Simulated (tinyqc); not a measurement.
Worked calculation: RHF in the 6-311g basis, for H2, spin multiplicity 1. One step of it, computed by the program tinyqc.

Problem. Iteration 1: diagonalisation and new density. Diagonalise F' = X^T F X, C = X C', fill 1 alpha and 1 beta electrons from the bottom; D = 2 C_occ C_occ^T. Each column has its largest component positive (the first on a tie).

Fock matrix F (hartree):
```
           1H 1s      1H 2s      1H 3s      2H 1s      2H 2s      2H 3s
1H 1s   0.693876  -0.367714  -0.417341  -0.457470  -0.453608  -0.387652
1H 2s  -0.367714  -0.276735  -0.316912  -0.453608  -0.425036  -0.343627
1H 3s  -0.417341  -0.316912  -0.196134  -0.387652  -0.343627  -0.220492
2H 1s  -0.457470  -0.453608  -0.387652   0.693876  -0.367714  -0.417341
2H 2s  -0.453608  -0.425036  -0.343627  -0.367714  -0.276735  -0.316912
2H 3s  -0.387652  -0.343627  -0.220492  -0.417341  -0.316912  -0.196134
```

X:
```
           1H 1s      1H 2s      1H 3s      2H 1s      2H 2s      2H 3s
1H 1s   1.375884  -0.754684   0.215665   0.031326  -0.010531  -0.037900
1H 2s  -0.754684   2.279811  -1.095377  -0.010531  -0.490959   0.322323
1H 3s   0.215665  -1.095377   2.531952  -0.037900   0.322323  -1.354033
2H 1s   0.031326  -0.010531  -0.037900   1.375884  -0.754684   0.215665
2H 2s  -0.010531  -0.490959   0.322323  -0.754684   2.279811  -1.095377
2H 3s  -0.037900   0.322323  -1.354033   0.215665  -1.095377   2.531952
```

Give: F' = X^T F X; orbital energies; coefficients C; D after iteration 1.

Solution.

F' = X^T F X (hartree):
```
         1        2        3        4        5        6
1   1.7764  -1.1953   0.0188  -0.1865  -0.2054  -0.1304
2  -1.1953   0.9826  -0.3624  -0.2054  -0.2158  -0.0173
3   0.0188  -0.3624   0.2135  -0.1304  -0.0173  -0.1119
4  -0.1865  -0.2054  -0.1304   1.7764  -1.1953   0.0188
5  -0.2054  -0.2158  -0.0173  -1.1953   0.9826  -0.3624
6  -0.1304  -0.0173  -0.1119   0.0188  -0.3624   0.2135
```

orbital energies (hartree): MO1 -0.5091, MO2 0.1697, MO3 0.3215, MO4 0.6319, MO5 2.6459, MO6 2.6850

coefficients C:
```
          MO1      MO2      MO3      MO4      MO5      MO6
1H 1s  0.1790   0.0858  -0.0352  -0.0863  -1.1249  -1.0946
1H 2s  0.3282  -0.0426  -0.7648  -1.5161   1.2243   1.6793
1H 3s  0.1168   1.9325   0.8764   1.9159  -0.4761  -1.0874
2H 1s  0.1790  -0.0858  -0.0352   0.0863  -1.1249   1.0946
2H 2s  0.3282   0.0426  -0.7648   1.5161   1.2243  -1.6793
2H 3s  0.1168  -1.9325   0.8764  -1.9159  -0.4761   1.0874
```

D after iteration 1:
```
        1H 1s   1H 2s   1H 3s   2H 1s   2H 2s   2H 3s
1H 1s  0.0640  0.1175  0.0418  0.0640  0.1175  0.0418
1H 2s  0.1175  0.2155  0.0767  0.1175  0.2155  0.0767
1H 3s  0.0418  0.0767  0.0273  0.0418  0.0767  0.0273
2H 1s  0.0640  0.1175  0.0418  0.0640  0.1175  0.0418
2H 2s  0.1175  0.2155  0.0767  0.1175  0.2155  0.0767
2H 3s  0.0418  0.0767  0.0273  0.0418  0.0767  0.0273
```
